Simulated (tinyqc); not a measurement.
From results back to parameters: alloy A(1-x)B(x) by interpolation with bowing. Three cases, with inputs chosen for the exercise.

Problem. An unstrained alloy A(1-x)B(x) follows Vegard, a(x) = (1 - x) a_A + x a_B, and E(x) = (1 - x) E_A + x E_B - C x (1 - x) at Gamma. Its lattice constant and gap are given.

Case 1.

Values chosen (out of a larger set: A near GaSb, B near GaAs; not measured data): a = (6.1, 5.654) angstrom (lattice constant of A, B); Eg = (0.805, 1.499) eV (gap at Gamma to the s-like level of A, B).

a(x) = 5.885920 angstrom
gap at Gamma = 0.833858 eV

Case 2.

Values chosen (out of a larger set: A near InAs, B near InSb; not measured data): a = (6.053, 6.472) angstrom (lattice constant of A, B); Eg = (0.419, 0.238) eV (gap at Gamma to the s-like level of A, B).

a(x) = 6.375630 angstrom
gap at Gamma = 0.165578 eV

Case 3.

Values chosen (out of a larger set: A near InSb, B near InAs; not measured data): a = (6.471, 6.05) angstrom (lattice constant of A, B); Eg = (0.238, 0.42) eV (gap at Gamma to the s-like level of A, B).

a(x) = 6.188930 angstrom
gap at Gamma = 0.223742 eV

Find: x; linear part of the gap; C.

Solution. x = (a - a_A)/(a_B - a_A); the bowing is the shortfall against the linear part divided by x (1 - x).

Case 1.

x = 0.480
linear part of the gap = 1.1381 eV
C = 1.219 eV

Case 2.

x = 0.770
linear part of the gap = 0.2796 eV
C = 0.644 eV

Case 3.

x = 0.670
linear part of the gap = 0.3599 eV
C = 0.616 eV

Computed by tinyqc, one run a case: `OMP_NUM_THREADS=1 python tinyqc.py N N+1 out.jsonl` with N = 1050206, 1050219, 1050306; one thread of a shared Intel(R) Xeon(R) Processor @ 2.30GHz, about 0.01 s a run at most.
